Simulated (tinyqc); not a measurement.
Periodic multilayer mirror for extreme ultraviolet light: one step. Coefficients of one period. Four cases, with inputs chosen for the exercise.

Task: Form q, the three interface coefficients and the two phase factors.

s polarisation, vacuum above. q_j = sqrt(N_j^2 - sin^2 theta); interface r_jk = (q_j - q_k)/(q_j + q_k) exp(-2 (2 pi/lam)^2 q_j q_k sg^2) (Nevot-Croce; sg = 0 if not given); phase factor of a layer x_j = exp(4 pi i q_j d_j/lam). Each period has the spacer (thickness (1 - Gm) L) on top of the absorber (Gm L). In this recursion R is the amplitude; R in tables and results is the reflectance, its squared modulus. The substrate is of the spacer material. Starting with R = 0 in it, each interface upward gives R -> (r + R x)/(1 + r R x), x that of the layer below the interface (1 for the substrate).

Give: q; r; x.

Case 1.

Values chosen (optical constants near those of Mo and Si at 13.5 nm; the results hold for these values, not for the real material): lam = 13.5 nm (wavelength); dA = (0.0738, 0.00692) (delta and beta of the absorber, N = 1 - delta + i beta); dS = (0.0009, 0.00179) (delta and beta of the spacer and the substrate); L = 6.87 nm (period); Gm = 0.3 (absorber share of the period); theta = 3 degrees (angle from the normal); sg = 0.5 nm (interface roughness).

Result:

q: spacer 0.99773+0.00179i, absorber 0.92472+0.00693i

r: vacuum/spacer 0.00040-0.00081i, spacer/absorber 0.03435-0.00261i, absorber/spacer -0.03435+0.00261i

x: spacer -0.24171-0.96211i, absorber -0.19919+0.96648i

One interface reflects only 0.00119. The round-trip phase of a period is -2.5 degrees from a full turn and its amplitude 0.9789.

Case 2.

Values chosen (optical constants near those of Mo and Si at 13.5 nm; the results hold for these values, not for the real material): lam = 13.5 nm (wavelength); dA = (0.0756, 0.00659) (delta and beta of the absorber, N = 1 - delta + i beta); dS = (0.0012, 0.00183) (delta and beta of the spacer and the substrate); L = 7.07 nm (period); Gm = 0.35 (absorber share of the period); theta = 12 degrees (angle from the normal); sg = 0.5 nm (interface roughness).

Result:

q: spacer 0.97692+0.00187i, absorber 0.90072+0.00676i

r: vacuum/spacer 0.00056-0.00086i, spacer/absorber 0.03688-0.00257i, absorber/spacer -0.03688+0.00257i

x: spacer -0.50444-0.85420i, absorber -0.47537+0.86218i

One interface reflects only 0.00137. The round-trip phase of a period is -1.7 degrees from a full turn and its amplitude 0.9767.

Case 3.

Values chosen (optical constants near those of Mo and Si at 13.5 nm; the results hold for these values, not for the real material): lam = 13.5 nm (wavelength); dA = (0.077, 0.00653) (delta and beta of the absorber, N = 1 - delta + i beta); dS = (0.001, 0.00179) (delta and beta of the spacer and the substrate); L = 6.93 nm (period); Gm = 0.4 (absorber share of the period); theta = 6 degrees (angle from the normal); sg = 0 nm (interface roughness).

Result:

q: spacer 0.99352+0.00180i, absorber 0.91706+0.00657i

r: vacuum/spacer 0.00050-0.00091i, spacer/absorber 0.04000-0.00267i, absorber/spacer -0.04000+0.00267i

x: spacer -0.75712-0.64259i, absorber -0.70220+0.68816i

One interface reflects only 0.00161. The round-trip phase of a period is -4.1 degrees from a full turn and its amplitude 0.9764.

Case 4.

Values chosen (optical constants near those of Mo and Si at 13.5 nm; the results hold for these values, not for the real material): lam = 13.5 nm (wavelength); dA = (0.0772, 0.00603) (delta and beta of the absorber, N = 1 - delta + i beta); dS = (0.0011, 0.00178) (delta and beta of the spacer and the substrate); L = 7 nm (period); Gm = 0.4 (absorber share of the period); theta = 9 degrees (angle from the normal); sg = 0.5 nm (interface roughness).

Result:

q: spacer 0.98657+0.00180i, absorber 0.90944+0.00612i

r: vacuum/spacer 0.00051-0.00082i, spacer/absorber 0.03690-0.00225i, absorber/spacer -0.03690+0.00225i

x: spacer -0.74949-0.65136i, absorber -0.70569+0.68601i

One interface reflects only 0.00137. The round-trip phase of a period is -3.2 degrees from a full turn and its amplitude 0.9773.

Computed by tinyqc, one run a case: `OMP_NUM_THREADS=1 python tinyqc.py N N+1 out.jsonl` with N = 1651633, 1651672, 1651858, 1652651; one thread of a shared Intel(R) Xeon(R) Processor @ 2.30GHz, about 0.02 s a run at most.
